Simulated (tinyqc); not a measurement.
Inversion layer as a triangular well, valleys of the Si type, step by step. Values are carried at full precision from step to step, so a last printed digit may differ when a step is redone from the rounded ones.

Six ellipsoidal valleys with their long axes along the cube axes, mass ml along the axis and mt across it. For a valley whose axis makes the angle theta with the surface normal, 1/m_z = cos^2(theta)/ml + sin^2(theta)/mt sets the confinement; in the plane the masses are m_1 = mt and m_2 = ml mt/m_z, and m_d = sqrt(m_1 m_2).

Constants: e^2/(4 pi eps0) = 14.39964547 eV angstrom; hbar^2/2m0 = 3.80998211 eV angstrom^2; kB = 8.617333262e-05 eV/K.

Values chosen for the exercise (near those of Si; shifted at random, so the results belong to these values and not to a real crystal): ml = 0.923 m0 (longitudinal mass); mt = 0.186 m0 (transverse mass); face = 111 (surface); eps = 11.8 (dielectric constant); Ns = 2.1 x 1e12/cm^2 (electron sheet density); Nd = 0.14 x 1e12/cm^2 (depletion charge); eta = 0.75 (share of Ns in the effective field); T = 400 K (temperature); tox = 30 angstrom (SiO2-equivalent oxide thickness).

## Valley masses on the (111) face

Group the valleys by their angle to the normal, heaviest m_z first.

Valleys (masses in m0):
```
valleys g,cos^2(theta),m_z,m_1,m_2,m_d
6,0.3333,0.2535,0.1860,0.6773,0.3549
```

All valleys are equivalent on this face.

## Effective field

The field is taken as constant, e F = 4 pi (e^2/4 pi eps0)(Nd + eta Ns)/eps, with 1e12/cm^2 = 1e-4/angstrom^2, and the oxide as a hard wall at z = 0; c = hbar^2/2m0.

Find e F, and F in MV/cm (1 MV/cm = 0.01 V/angstrom).

e F = 0.00262993 eV/angstrom
F = 0.2630 MV/cm

## Subband ladders

Level j of a valley lies at E_j = a_j (c (e F)^2/m_z)^(1/3) above the band edge at the surface, with the Airy zeros a_j = 2.338107, 4.087949, 5.520560, 6.786708, 7.944134, 9.022651, 10.040174, 11.008524, 11.936016, 12.828777, and has <z> = 2 E_j/(3 e F).

The ten lowest levels of all groups of valleys together, j = 0, 1, ..., c = hbar^2/2m0; primes mark the groups with lighter m_z.

Subbands:
```
label,valleys g,m_d (m0),E (eV),<z> (angstrom)
0,6,0.3549,0.1099,27.87
1,6,0.3549,0.1922,48.73
2,6,0.3549,0.2596,65.80
3,6,0.3549,0.3191,80.90
4,6,0.3549,0.3735,94.69
5,6,0.3549,0.4243,107.55
6,6,0.3549,0.4721,119.68
7,6,0.3549,0.5176,131.22
8,6,0.3549,0.5613,142.27
9,6,0.3549,0.6032,152.91
```

The second subband is 1, 82.3 meV above the first. Levels above about 0.5 eV lie beyond parabolic valleys.

## Fermi level and populations

Subband i holds n_i = g m_d/(2 pi c) kB T ln(1 + exp((EF - E_i)/kB T)) (spin included), and EF is fixed by sum n_i = Ns over the levels listed or, where none are listed, over j = 0 to 9 of each group; 1e12/cm^2 = 1e-4/angstrom^2.

Solve for EF; c = hbar^2/2m0. The mean distance is sum n_i <z>_i/Ns.

EF = 0.0150 eV

Populations:
```
label,(EF - E)/kB T,n (1e12/cm^2),share (%)
0,-2.76,1.890,90.0
1,-5.14,0.179,8.5
2,-7.10,0.025,1.2
3,-8.82,0.005,0.2
4,-10.40,0.001,0.0
5,-11.87,0.000,0.0
6,-13.26,0.000,0.0
7,-14.58,0.000,0.0
8,-15.85,0.000,0.0
9,-17.07,0.000,0.0
```

mean distance from the surface = 30.26 angstrom

The lowest subband holds 90.0 % of the electrons and is partly degenerate (EF within a few kB T of its edge).

## Effect on the gate capacitance

The charge sits at the mean distance <z> from the surface, which adds (3.9/eps) <z> to the oxide thickness; C/Cox = tox/(tox + 3.9 <z>/eps). The density-of-states term is left out.

added thickness = 10.00 angstrom
C/Cox = 0.750

## Checks

- Lowest level by finite differences against the Airy formula, eV: both 0.1099.

Run: tinyqc, `OMP_NUM_THREADS=1 python tinyqc.py 1251176 1251177 out.jsonl`; Intel(R) Xeon(R) Processor @ 2.30GHz, one thread, shared host; about 0.01 s of CPU time with all checks.
